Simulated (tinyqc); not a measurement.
Inside a calculation. Method: MP2 on RHF in the 3-21g basis, for H-, spin multiplicity 1. The basis has no diffuse functions, so it cannot describe the extra electron: this is an exercise in the method, not the real anion. Computed by tinyqc, a small Python program that keeps every step (integrals from PySCF). Settings: charge = -1, multiplicity = 1, basis = 3-21g, method = RHF, energy threshold = 1e-10, iteration cap = 54, orthogonalisation = canonical, start = Wolfsberg-Helmholz matrix, DIIS depth = 6. Command: `OMP_NUM_THREADS=1 python tinyqc.py 28984 28985 out.jsonl` (the two numbers bound the seeds that draw the settings). One thread of a shared host (Intel(R) Xeon(R) Processor @ 2.60GHz), about 0.09 s of CPU time with the checks. The early iterations of the SCF are left out here.

## One-electron integrals

Geometry (angstrom):
```
atom        x        y        z
H     0.00000  0.00000  0.00000
```

Basis 3-21g: exponents (1/bohr^2) and contraction coefficients of normalised primitives:
```
element  l (shell)  exponent  coefficient
H            s (1)   5.44718      0.15628
H            s (1)   0.82455      0.90469
H            s (2)   0.18319      1.00000
```

Overlap, kinetic and nuclear-attraction integrals over the contracted functions; the nuclear repulsion is the sum of Za Zb / Rab.

nuclear repulsion = 0 hartree

overlap S:
```
         1H 1s    1H 2s
1H 1s  1.00000  0.64590
1H 2s  0.64590  1.00000
```

kinetic energy T (hartree):
```
         1H 1s    1H 2s
1H 1s  1.54940  0.29315
1H 2s  0.29315  0.27479
```

nuclear attraction V (hartree):
```
          1H 1s     1H 2s
1H 1s  -1.72092  -0.78266
1H 2s  -0.78266  -0.68300
```

core Hamiltonian H = T + V (hartree):
```
          1H 1s     1H 2s
1H 1s  -0.17151  -0.48951
1H 2s  -0.48951  -0.40822
```

## Two-electron integrals

Functions are numbered as in S; the eight-fold symmetry (ij|kl) = (ji|kl) = (kl|ij) leaves the list below.

Two-electron integrals (ij|kl) in chemists' order, unique and non-zero (hartree):
```
(11|11) 1.14014   (21|11) 0.61140   (21|21) 0.34515   (22|11) 0.62637
(22|21) 0.38033   (22|22) 0.48296
```

## Orthogonalisation

S = U s U^T; canonical form X = U s^(-1/2), so that X^T S X = 1. Each column of U has its largest component positive (the first on a tie).

eigenvalues of S: 0.35410  1.64590

X:
```
              1        2
1H 1s   1.18829  0.55117
1H 2s  -1.18829  0.55117
```

## Iteration 4 (converged): orbitals

converged F (hartree):
```
          1H 1s     1H 2s
1H 1s   0.75488  -0.11383
1H 2s  -0.11383   0.11697
```

Diagonalise F' = X^T F X, C = X C', fill 1 alpha and 1 beta electrons from the bottom; D = 2 C_occ C_occ^T. Each column has its largest component positive (the first on a tie).

F' = X^T F X (hartree):
```
         1        2
1  1.55254  0.41779
2  0.41779  0.19570
```

orbital energies (hartree): MO1 0.07737, MO2 1.67086

coefficients C:
```
           MO1       MO2
1H 1s  0.20650   1.29351
1H 2s  0.85412  -0.99312
```

D after iteration 4:
```
         1H 1s    1H 2s
1H 1s  0.08529  0.35275
1H 2s  0.35275  1.45903
```

## Convergence

Stop when the energy changes by less than 1e-10 hartree and every element of the error matrix X^T (F D S - S D F) X is below 3e-06.

Course of the cycle:
```
iteration  E (hartree)     change  largest element of the error matrix
1           -0.4001494          -                             2.74e-02
2           -0.4004156  -2.66e-04                             3.59e-03
3           -0.4004202  -4.64e-06                             3.60e-06
4           -0.4004202  -3.83e-12                             1.53e-06
```

PySCF RHF in the same basis = -0.4004202 hartree

Converged in 4 iterations.

## Integrals over molecular orbitals

(pq|rs) = sum C_ip C_jq C_kr C_ls (ij|kl), one index at a time.

one-electron integrals over orbitals h = C^T H C (hartree):
```
          1         2
1  -0.47779  -0.13997
2  -0.13997   0.56808
```

Two-electron integrals over orbitals (pq|rs), unique and non-zero (hartree):
```
(11|11) 0.55516   (21|11) 0.13997   (21|21) 0.13775   (22|11) 0.62027
(22|21) 0.25087   (22|22) 0.82322
```

## Second-order Moller-Plesset energy

Hartree-Fock energy = -0.4004202 hartree

E2 = sum_ijab (ia|jb) [2 (ia|jb) - (ib|ja)] / (e_i + e_j - e_a - e_b) over occupied i, j and virtual a, b; the opposite-spin part is (ia|jb)^2 / denominator, the rest is same-spin, and SCS-MP2 scales them by 6/5 and 1/3.

Terms:
```
i  j  a  b  (ia|jb)  (ib|ja)  denominator      term
1  1  2  2  0.13775  0.13775     -3.18699  -0.00595
```

Pair energies (hartree; pair i-j sums ij and ji):
```
pair  opposite spin  same spin
1-1        -0.00595    0.00000
```

MP2 correlation energy = -0.0059543 hartree

SCS-MP2 correlation energy = -0.0071452 hartree

MP2 total energy = -0.4063745 hartree
